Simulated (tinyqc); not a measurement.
Stillinger-Weber potential for a tetrahedral semiconductor. From C44 back to three-body strength lambda. Computed by tinyqc, a small Python program. Command: `OMP_NUM_THREADS=1 python tinyqc.py 3014290 3014291 out.jsonl swsi inv`. One thread of a shared host (Intel(R) Xeon(R) Processor @ 2.30GHz), about 0.1 s of CPU time with the checks.

With x = r/sigma: pair term eps A (B x^-4 - 1) exp(1/(x - a)); for each pair of neighbours j, k of atom i, three-body term eps lambda exp(gamma/(x_ij - a) + gamma/(x_ik - a)) (cos theta_jik + 1/3)^2; both vanish beyond x = a. A = 7.049556277, B = 0.6022245584, a = 1.8.

Inputs (values chosen for the exercise, modelled on germanium): energy scale eps = 1.86 eV; length scale sigma = 2.199 angstrom; gamma = 1.3.

Constants: 1 eV/angstrom^3 = 160.2176634 GPa.

Method. All angles are tetrahedral, so only the pair term acts; its minimum lies at x = 2^(1/6) with depth eps, and second neighbours lie beyond the cut-off. a0 = 4 d/sqrt3; E = -2 eps per atom. Second derivatives of the energy per atom, volume a0^3/8: e_xx gives C11, e_xx = -e_yy gives 2 (C11 - C12), e_xy = e_yx = h/2 gives the unrelaxed C44(0). Under that shear the second sublattice shifts by u_z; minimising over u_z gives C44 = C44(0) - E_hu^2/(E_uu V) and Kleinman's zeta = |E_hu/E_uu|/(a0/4). The optical force constant is k = 4 E_uu, with M omega^2 = k at the zone centre.

Problem. A run gave the result below. Find the three-body strength lambda, known to lie between 18 and 41.

C44 = 44.34273 GPa

Solution.

Each step takes the trial c = (a f_b - b f_a)/(f_b - f_a), f being the result less the target and a, b, c the logarithms of the listed values; c replaces end b, the old b replaces a if the sign of f changed, and otherwise f_a is halved.

Scan of the range:

| three-body strength lambda | C44 (GPa) |
|---|---|
| 18.0 | 29.3483 |
| 20.6 | 32.7670 |
| 23.7 | 36.6310 |
| 27.2 | 40.7389 |
| 31.2 | 45.1328 |
| 35.7 | 49.7302 |
| 41.0 | 54.7266 |

False position (Illinois rule, in the logarithm of the input) inside the bracket:

| step | end a | end b | trial | C44 (GPa) |
|---|---|---|---|---|
| 1 | 27.2000 | 31.2000 | 30.4397 | 44.3209 |
| 2 | 31.2000 | 30.4397 | 30.4599 | 44.3426 |
| 3 | 31.2000 | 30.4599 | 30.4601 | 44.3429 |
| 4 | 30.4599 | 30.4601 | 30.4600 | 44.3427 |

C44 rises at every point of a 13-point scan of the range (every second point is shown), so one value fits; it is bracketed by 27.2 and 31.2. Answer: three-body strength lambda = 30.46.

Caution: the original fit to silicon is too soft in shear (C44) and too stiff for the optical mode.
